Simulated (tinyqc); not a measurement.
# Floating body of a partially depleted SOI transistor: body voltage and kink: what changes with what

Source at 0 V. Channel current Ic = 2 nf K Vt^2 [F(0) - F(Vd)](1 + la Vd), F(V) = ln^2(1 + exp((Vg - VT - nf V)/(2 nf Vt))), VT = VT0 - gb Vb. Saturation voltage Vs = 2 Vt sqrt(F(0)) + 3 Vt, excess Ve = (Vd - Vs + sqrt((Vd - Vs)^2 + 0.0004 V^2))/2, multiplication M1 = Ai Ve exp(-Bl/Ve). Each junction passes D(v) = J1 (exp(v/Vt) - 1) + J2 (exp(v/(2 Vt)) - 1). Bipolar current Ib = bb J1 (exp(Vb/Vt) - 1). The body settles where M1 (Ic + Ib) = D(Vb) + D(Vb - Vd) + Vb/Rb; drain current Id = (1 + M1)(Ic + Ib) - D(Vb - Vd).

Parameters, values chosen for the exercise; values of the order met in partially depleted silicon-on-insulator transistors:

| symbol | value | unit | meaning |
|---|---|---|---|
| T | 358 | K | temperature |
| VT0 | 0.37 | V | threshold at zero body voltage |
| gb | 0.18 |  | fall of the threshold per volt of body voltage |
| nf | 1.35 |  | slope factor |
| K | 110 | uA/(V^2 um) | gain factor per width |
| la | 0.09 | 1/V | channel-length modulation factor |
| Ai | 3.5 | 1/V | impact-ionisation prefactor |
| Bl | 5 | V | impact-ionisation voltage |
| J1 | 5.9e-11 | uA/um | diffusion saturation current of each junction |
| J2 | 1.8e-7 | uA/um | recombination saturation current of each junction |
| bb | 3 |  | gain of the lateral bipolar transistor on the diffusion current |
| Rb | 1e9 | kohm um | resistance of a weak body tie to the source (1e9 stands for no tie, and the term is then dropped) |
| Vg | 0.32 | V | gate voltage |
| Vd | 1.8 | V | drain voltage |

Constants: q = 1.602176634e-19 C, kB = 1.380649e-23 J/K, Vt = kB T/q. Results are converted to the units shown.

Each table varies one quantity; the others keep the values above.

## Output curve and kink

Rows with more than one solution for Vb (latch) are left out; dId/dVd by a forward difference over 1e-4 V, swing = 1e-4 V over the change of log10 Id; M1 under 1e-12 is printed as 0.

Result of one run:
```
Vd (V)  Vb (V)        M1  Id, floating (uA/um)  Id, grounded (uA/um)  ratio  dId/dVd, floating (uS/um)  dId/dVd, grounded (uS/um)
1       0.5275  0.008025                0.3147               0.05956  5.284                     0.3911                   0.009631
```

What becomes of these results when the drain voltage Vd is changed from 1 to 1.8 V, all else the same?

Result of the changed run:
```
Vd (V)  Vb (V)      M1  Id, floating (uA/um)  Id, grounded (uA/um)  ratio  dId/dVd, floating (uS/um)  dId/dVd, grounded (uS/um)
1.8     0.7105  0.2651                 2.920               0.08170  35.74                      30.01                    0.05095
```

The whole series:
```
Vd (V)  Vb (V)        M1  Id, floating (uA/um)  Id, grounded (uA/um)  ratio  dId/dVd, floating (uS/um)  dId/dVd, grounded (uS/um)
0.6     0.2016  3.922e-5                0.1124               0.05700  1.972                     0.5750                   0.004936
0.8     0.4287  0.001094                0.2295               0.05806  3.953                     0.5036                   0.005967
1       0.5275  0.008025                0.3147               0.05956  5.284                     0.3911                   0.009631
1.2     0.5827   0.02992                0.4025               0.06213  6.478                     0.5315                    0.01659
1.4     0.6230   0.07620                0.5529               0.06639  8.329                      1.077                    0.02637
1.6     0.6601    0.1537                0.9275               0.07281  12.74                      3.215                    0.03809
1.8     0.7105    0.2651                 2.920               0.08170  35.74                      30.01                    0.05095
```

Vb rises from 0.202 to 0.711 V and the ratio of the currents rises from 1.97 to 35.7. The output conductance with a floating body exceeds the grounded value by the largest factor among the rows, 589, at Vd = 1.8 V, where Vb = 0.711 V and M1 = 0.265.

## Transfer curve and swing

Same model as above.

Result of one run:
columns A: Vg (V); B: Vb (V); C: M1; D: Id, floating (uA/um); E: Id, grounded (uA/um); F: ratio; G: swing, floating (mV/decade); H: swing, grounded (mV/decade)
```
A          B       C         D         E      F      G      H
0.02  0.4059  0.3181  6.619e-4  9.579e-5  6.909  61.62  96.82
```

What becomes of these results when the gate voltage Vg is changed from 0.02 to 0.62 V, all else the same?

Result of the changed run:
columns A: Vg (V); B: Vb (V); C: M1; D: Id, floating (uA/um); E: Id, grounded (uA/um); F: ratio; G: swing, floating (mV/decade); H: swing, grounded (mV/decade)
```
A          B       C      D      E      F      G      H
0.62  0.7450  0.1481  14.29  3.660  3.905  751.4  321.2
```

The whole series:
columns A: Vg (V); B: Vb (V); C: M1; D: Id, floating (uA/um); E: Id, grounded (uA/um); F: ratio; G: swing, floating (mV/decade); H: swing, grounded (mV/decade)
```
A           B       C         D         E      F      G      H
-0.08  0.2128  0.3194  2.232e-5  8.938e-6  2.497  72.25  98.09
0.02   0.4059  0.3181  6.619e-4  9.579e-5  6.909  61.62  96.82
0.12   0.5783  0.3125   0.04313  0.001019  42.33  57.75  98.34
0.22   0.6705  0.2960    0.7510   0.01008  74.53  122.1  103.7
0.32   0.7105  0.2651     2.920   0.08170  35.74  237.2  119.3
0.42   0.7300  0.2253     6.206    0.4508  13.77  392.6  156.8
0.52   0.7400  0.1850     10.07     1.552  6.491  571.5  225.2
0.62   0.7450  0.1481     14.29     3.660  3.905  751.4  321.2
0.72   0.7468  0.1158     18.85     6.775  2.782  916.4  434.5
```

Vb rises from 0.213 to 0.747 V. The smallest swing among the rows is 57.7 mV a decade with a floating body (at Vg = 0.12 V) and 96.8 with a grounded one; Vt ln 10 = 71.0. The floating swing is smaller by more than 3 % for Vg = -0.08, 0.02, 0.12 V, where the rising Vb lowers the threshold as Vg rises. In the first row the floating body raises the current by a factor of 2.50.

Range of the model: The multiplication law is an empirical form chosen for the exercise; self-heating and capacitive coupling to the body are left out, and the linear laws are rough once Vb passes about 0.7 V or M1 about 0.1.

Program tinyqc, `OMP_NUM_THREADS=1 python tinyqc.py 2182167 2182168 out.jsonl`; Intel Xeon 2.30GHz, shared host, one thread, about 0.2 s.
